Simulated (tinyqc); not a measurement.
Worked calculation: inverse iteration on a symmetric matrix. One step of it, computed by the program tinyqc.

Task: Step 3. solve (A - shift) w = v; v' = w/|w| with its largest component positive (the first on a tie); lambda = v'^T A v'.

A:
```
,1,2,3,4,5,6
1,0.025000,0.201000,0.710000,-0.061000,-0.019000,0.410000
2,0.201000,0.125000,-0.009000,0.135000,-0.121000,0.301000
3,0.710000,-0.009000,1.524000,-0.158000,-0.550000,-0.011000
4,-0.061000,0.135000,-0.158000,2.052000,-0.125000,0.295000
5,-0.019000,-0.121000,-0.550000,-0.125000,2.472000,-0.592000
6,0.410000,0.301000,-0.011000,0.295000,-0.592000,3.594000
```

vector after step 2: 0.404949  0.220227  0.679260  0.324323  0.469817  0.014459

shift = 0.940000

Give: vector after step 3; Rayleigh quotient after step 3.

Result:

vector after step 3: 0.3182  -0.0740  0.7513  0.3297  0.4680  0.0329

Rayleigh quotient after step 3 = 1.4373
